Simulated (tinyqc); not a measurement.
# Resistance of a tapered via with liner, size effect and interface, step by step

Numbers from tinyqc (`OMP_NUM_THREADS=1 python tinyqc.py 2750119 2750120 out.jsonl`; about 0.01 s on one thread of a shared Intel Xeon 2.30GHz). Printed values are rounded.

A round via whose diameter grows from db at the bottom as D(z) = db + 2 z/tan(ang). The fill, of diameter D - 2 tl, starts above the bottom liner (thickness fb tl) and has rho = rho0 (1 + ks lam/(D - 2 tl)); the sidewall liner conducts in parallel with it. The bottom liner and the interface are crossed over the full area pi db^2/4. Spreading in the lines above and below is left out.

Parameters, values chosen for the exercise; fill metal close to copper:

| symbol | value | unit | meaning |
|---|---|---|---|
| db | 41 | nm | diameter at the bottom |
| hv | 110 | nm | height |
| ang | 86 | degrees | sidewall angle |
| rho0 | 1.68 | uohm cm | bulk resistivity of the fill |
| lam | 41 | nm | mean free path of the fill |
| ks | 1.3 |  | size-effect factor |
| tl | 2.8 | nm | liner on the sidewall |
| fb | 0.5 |  | liner at the bottom over that on the sidewall |
| rl | 500 | uohm cm | resistivity of the liner |
| ri | 4.4e-12 | ohm cm^2 | interface resistivity at the bottom |
| Sb | 1.1e15 | S/m^2 | ballistic conductance per area, about 3/(4 rho0 lam) |

## Slices of the via

Slices between z0 = fb tl and hv, evaluated at their midpoints: conductance per length pi/4 [(D - 2 tl)^2/rho + (D^2 - (D - 2 tl)^2)/rl], slice resistance = slice height over that. 6 slices.

```
slice    z (nm)    D (nm)  rho (uohm cm)  slice resistance (ohm)
0         10.45  42.46147       4.109203               0.6950815
1         28.55  44.99282       3.953105               0.5856639
2         46.65  47.52417       3.815856               0.4992386
3         64.75  50.05552       3.694238               0.4299358
4         82.85  52.58687       3.585724               0.3736169
5      100.9500  55.11822       3.488304               0.3273026
```

## Total resistance

R_fill = sum of the slices; R_bottom = rl fb tl/(pi db^2/4); R_interface = ri/(pi db^2/4); ballistic (Sharvin) limit 1/(Sb pi (db - 2 tl)^2/4); ideal cylinder rho0 hv/(pi db^2/4).

parts (ohm): fill 2.910839, bottom liner 5.302009, interface 0.3332691
R = 8.546117 ohm
shares (%): fill 34.06037, bottom liner 62.03997, interface 3.89966
ballistic limit = 0.9236574 ohm
ideal cylinder = 1.399730 ohm

The bottom liner is the largest part, and R is 6.11 times the ideal cylinder. With 2000 slices R = 8.5504 ohm.
